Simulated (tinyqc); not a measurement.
# Six-transistor SRAM cell, nodal equations and margins, step by step

Numbers from tinyqc (`OMP_NUM_THREADS=1 python tinyqc.py 2340014 2340015 out.jsonl`; about 0.1 s on one thread of a shared Intel Xeon 2.30GHz). Printed values are rounded.

Two cross-coupled inverters (pull-down bn, pull-up bp) hold the nodes Q and QB; access transistors (ba, threshold VTn, gate on the word line at Vdd when selected) join them to the bit lines. Transistor (EKV form, voltages against the body): I = 2 n b Vt^2 [F(vp - Vs) - F(vp - Vd)] from drain to source, F(v) = ln^2(1 + exp(v/(2 Vt))), vp = (Vg - VT + sg |Vd - Vs|)/n. n-channel bodies are at 0; for the p-channel device all voltages are counted down from Vdd. b in uA/V^2 gives I in uA. For an access transistor the bit line is the drain and the node the source. In a read both bit lines are at Vdd. The cell is symmetric (no mismatch).

Values chosen for this exercise: temperature T = 293 K; supply voltage Vdd = 0.7 V; slope factor n = 1.29; drain-induced barrier lowering sg = 0.116; n-channel threshold VTn = 0.28 V; p-channel threshold (magnitude) VTp = 0.32 V; gain factor of the pull-down transistor bn = 500 uA/V^2; gain factor of the access transistor ba = 420 uA/V^2; gain factor of the pull-up transistor bp = 260 uA/V^2.

Constants: q = 1.602176634e-19 C, kB = 1.380649e-23 J/K, Vt = kB T/q. Results are converted to the units shown.

## Iteration 1: node voltages in a read by Newton steps

(Q, QB) at the start (V): Q 0.000000, QB 0.700000

F1 = In(gate QB, drain Q) - Ip(gate QB, drain Q) - Ia(bit line, Q), F2 the same with Q and QB exchanged; J by central differences with +/- 1e-6 V; solve J d = -F, limit each component to +/- 0.15 V and add.

F1, F2 (uA): [-40.8984, 0.0018]

J (uS):

|  | Q | QB |
|---|---|---|
| F1 | 439.062 | 0.008 |
| F2 | 0.053 | 98.567 |

(Q, QB) after iteration 1 (V): Q 0.093149, QB 0.699932

## Iteration 2: node voltages in a read by Newton steps

As before.

F1, F2 (uA): [-5.12950, 0.02173]

J (uS):

|  | Q | QB |
|---|---|---|
| F1 | 328.733 | 47.193 |
| F2 | 0.769 | 73.951 |

(Q, QB) after iteration 2 (V): Q 0.108819, QB 0.699476

## Course of the iteration: node voltages in a read by Newton steps

Stop when the largest change of (Q, QB) is below 1e-9 V, or after 30 iterations. The rule counts as met only at the stable state with Q low.

Course of the iteration:

| iteration | Q (V) | largest \|change\| of one entry (V) |
|---|---|---|
| 1 | 0.0931493 | 0.0931 |
| 2 | 0.108819 | 0.0157 |
| 3 | 0.109318 | 4.99e-4 |
| 4 | 0.109318 | 5.87e-7 |
| 5 | 0.109318 | 1.01e-12 |

Converged in 5 iterations. At the end the number of correct digits about doubles with each step.

## Read current and disturbance

(Q, QB) (V): Q 0.109318, QB 0.699398

Iread = Ia(bit line at Vdd, source Q); cell ratio bn/ba; time to pull a bit line of 20 fF down by 0.1 V at that current.

Iread = 19.6933 uA
cell ratio = 1.19048
time = 101.557 ps

The read lifts the low node to 109 mV, against a balance point of 327 mV.

## The largest square in the read butterfly

| point | c (V) |
|---|---|
| 0 | 0.11 |
| 1 | 0.19 |
| 2 | 0.26 |
| 3 | 0.32 |
| 4 | 0.38 |
| 5 | 0.41 |
| 6 | 0.45 |

f(x) is the node voltage of one half-cell in a read for input x (In - Ip - Ia = 0). Static noise margin: side of the largest square between the curve (x, f(x)) and its mirror image (f(y), y); with h(c) the root x of f(x) - x = c, it is the maximum over c > 0 of h(c) - h(-c) + c.

| point | h(c) (V) | h(-c) (V) | side (V) |
|---|---|---|---|
| 0 | 0.302357 | 0.376469 | 0.035888 |
| 1 | 0.293141 | 0.419873 | 0.063267 |
| 2 | 0.285409 | 0.460218 | 0.085191 |
| 3 | 0.276979 | 0.496644 | 0.100335 |
| 4 | 0.262346 | 0.535936 | 0.106410 |
| 5 | 0.250673 | 0.556947 | 0.103726 |
| 6 | 0.229188 | 0.586381 | 0.092807 |

The maximum over c is 106.4 mV, the read margin; with the word line off (no Ia) the same construction gives 247.7 mV.
